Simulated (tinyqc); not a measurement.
# Worked calculation: MOS structure on a p-type body, non-linear Poisson equation by Newton steps

Numbers from tinyqc (`OMP_NUM_THREADS=1 python tinyqc.py 2080151 2080152 out.jsonl`; about 0.6 s on one thread of a shared Intel Xeon 2.30GHz). Printed values are rounded; ~0 in a residual or rate marks an entry under 1e-11 of the largest of its column.

One dimension, insulator interface at x = 0, acceptor density Na, uniform, net doping C = -(acceptor density). psi is counted from the intrinsic level: n = ni exp((psi - Vb)/Vt), p = ni exp(-psi/Vt); deep in the body psi_b = -Vt ln(Na/ni). The gate acts through Cox = eps0 eox/tox and has the potential psi_G = Vg - (phiM - chi - Vt ln(Nc/ni)). Boltzmann statistics, full ionisation, classical densities, no oxide or interface charge.

Parameters, values chosen for the exercise; band and dielectric values those of a made-up semiconductor: temperature T = 300 K; band gap Eg = 0.905 eV; relative permittivity eps_r = 13.8; conduction-band density of states at T Nc = 3.07e19 cm^-3; valence-band density of states at T Nv = 2.77e19 cm^-3; electron affinity chi = 4.01 eV; acceptor density deep in the body Na = 1.2e18 cm^-3; relative permittivity of the gate insulator (close to silicon nitride) eox = 7.37; insulator thickness tox = 21 nm; gate work function phiM = 4.34 eV; electron quasi-Fermi potential against the body Vb = 0.8 V; gate voltage against the body Vg = 3.49 V.

Constants: q = 1.602176634e-19 C, kB = 1.380649e-23 J/K, Vt = kB T/q, eps0 = 8.8541878128e-14 F/cm where lengths are in cm. Results are converted to the units shown.

## Scales and end potentials

ni = sqrt(Nc Nv) exp(-Eg/(2 Vt)), Eg in volts; Cox, psi_G and psi_b as defined.

ni = 7.29699e11 cm^-3
Cox = 0.310740 uF/cm^2
psi_G = 3.61383 V
psi_b = -0.370019 V

## Net doping on the mesh

x, node 0 to 12 (nm): 0  0.8  1.9  3.43  5.52  8.42  12.4  17.9  25.5  36  50.5  70.4  97.9

C = -(Na), taken at the nodes.

net doping C, node 0 to 12 (cm^-3): -1.2e18  -1.2e18  -1.2e18  -1.2e18  -1.2e18  -1.2e18  -1.2e18  -1.2e18  -1.2e18  -1.2e18  -1.2e18  -1.2e18  -1.2e18

## Couplings between neighbouring nodes

a_i = eps0 eps_r/h_i for the interval from node i to i + 1, with h_i = x_(i+1) - x_i in cm.

coupling a_i, interval 0 to 11 (F/cm^2): 1.52735e-5  1.11080e-5  7.98613e-6  5.84631e-6  4.21337e-6  3.07005e-6  2.22160e-6  1.60773e-6  1.16369e-6  8.42674e-7  6.14009e-7  4.44319e-7

## Starting potential

-Vt ln(-C_i/ni) on every node but the last, which holds psi_b.

psi at the start, node 0 to 12 (V): -0.370019  -0.370019  -0.370019  -0.370019  -0.370019  -0.370019  -0.370019  -0.370019  -0.370019  -0.370019  -0.370019  -0.370019  -0.370019

## Iteration 1: densities, residual and Jacobian diagonal

n_i = ni exp((psi_i - Vb)/Vt), p_i = ni exp(-psi_i/Vt), rho_i = p_i - n_i + C_i, g_i = (n_i + p_i)/Vt. Box widths w_i = (h_(i-1) + h_i)/2 in cm. Residual F_i = a_i (psi_(i+1) - psi_i) - a_(i-1) (psi_i - psi_(i-1)) + q rho_i w_i; Jacobian: a_(i-1) and a_i beside the diagonal, b_i = -a_(i-1) - a_i - q g_i w_i on it. Node 0 is free: w_0 = h_0/2, F_0 = a_0 (psi_1 - psi_0) + Cox (psi_G - psi_0) + q rho_0 w_0, b_0 = -a_0 - Cox - q g_0 w_0, with Cox = eps0 eox/tox, psi_G = Vg - (phiM - chi - Vt ln(Nc/ni)). The last node is fixed.

```
node   n (cm^-3)  p (cm^-3)
0     1.61323e-8     1.2e18
1     1.61323e-8     1.2e18
2     1.61323e-8     1.2e18
3     1.61323e-8     1.2e18
4     1.61323e-8     1.2e18
5     1.61323e-8     1.2e18
6     1.61323e-8     1.2e18
7     1.61323e-8     1.2e18
8     1.61323e-8     1.2e18
9     1.61323e-8     1.2e18
10    1.61323e-8     1.2e18
11    1.61323e-8     1.2e18
12    1.61323e-8     1.2e18
```

```
node  residual F (C/cm^2)  diagonal b (F/cm^2)
0              1.23794e-6          -1.58817e-5
1                      ~0          -2.70880e-5
2                      ~0          -2.00721e-5
3                      ~0          -1.51785e-5
4                      ~0          -1.19152e-5
5                      ~0          -9.84174e-6
6                      ~0          -8.81678e-6
7                      ~0          -8.70056e-6
8                      ~0          -9.50191e-6
9                      ~0          -1.13026e-5
10                     ~0          -1.42483e-5
11                     ~0          -1.86840e-5
```

## Iteration 1: Newton step

Solve the tridiagonal system a_(i-1) d_(i-1) + b_i d_i + a_i d_(i+1) = -F_i for nodes 0 to 11, with d = 0 on fixed nodes. Each component d is damped to sign(d) Vt ln(1 + |d|/Vt) before it is added.

Newton step d, before damping, node 0 to 11 (V): 0.366716  0.300268  0.228000  0.155402  0.092013  0.044579  0.016627  0.004384  0.000751  0.000078  0.000005  0.000000
psi after iteration 1, node 0 to 12 (V): -0.299693  -0.304487  -0.310963  -0.319671  -0.330797  -0.344109  -0.357180  -0.365969  -0.369278  -0.369941  -0.370014  -0.370018  -0.370019

## Course of the Newton iteration

Stop when the largest undamped |d| is below 1e-9 V, or after 80 iterations.

Course of the iteration:
```
iteration  largest |F| (C/cm^2)  largest |d| (V)  at node
1                       1.24e-6            0.367        0
2                       1.14e-6            0.668        0
3                       1.07e-6            0.912        0
4                       1.02e-6             1.00        0
5                       9.74e-7            0.991        0
6                       9.27e-7            0.937        0
7                       8.81e-7            0.857        0
8                       8.34e-7            0.768        0
9                       7.87e-7            0.680        0
...                         ...              ...      ...
16                      4.11e-7            0.166        0
17                      3.43e-7            0.114        0
18                      2.68e-7           0.0706        0
19                      1.85e-7           0.0365        0
20                      9.86e-8           0.0137        0
21                      2.82e-8          2.71e-3        0
22                      1.83e-9          1.33e-4        0
23                     5.24e-12          3.40e-7        0
24                     3.49e-17         2.24e-12        0
```

Converged in 24 iterations. Once the step is below 0.1 Vt, 2 more iteration(s) reach the threshold: near the solution the error is roughly squared each time.

## Converged densities and sheet charges

converged psi, node 0 to 12 (V): 1.02144  0.96920  0.89902  0.80457  0.68150  0.52213  0.32494  0.09346  -0.14807  -0.33228  -0.36769  -0.36994  -0.37002

n and p as above; box widths w_i (half boxes at both ends); band bending psi_0 - psi_b; N_inv = sum w n; N_dep = -sum w (p + C); centroid sum w n x/N_inv; gate charge Cox (psi_G - psi_0)/q.

```
node   n (cm^-3)   p (cm^-3)
0     3.82968e15  5.05494e-6
1     5.07711e14  3.81296e-5
2     3.36221e13  5.75777e-4
3     8.70840e11   0.0222301
4      7.45589e9     2.59645
5      1.56698e7     1235.42
6        7628.15   2.53781e6
7       0.985745  1.96388e10
8     8.63393e-5  2.24218e14
9     6.94616e-8  2.78698e17
10    1.76516e-8  1.09672e18
11    1.61802e-8  1.19645e18
12    1.61323e-8      1.2e18
```

band bending = 1.39146 V
N_inv = 2.06001e8 cm^-2
N_dep = 5.02748e12 cm^-2
centroid of the electrons = 0.230764 nm
gate charge over q = 5.02790e12 cm^-2

N_inv + N_dep is within 0.01 % of the gate charge. A mesh of about 600 nodes or more gives a band bending of 1.399 V and N_inv = 2.031e8 cm^-2; this mesh is 1.4 % above the latter.
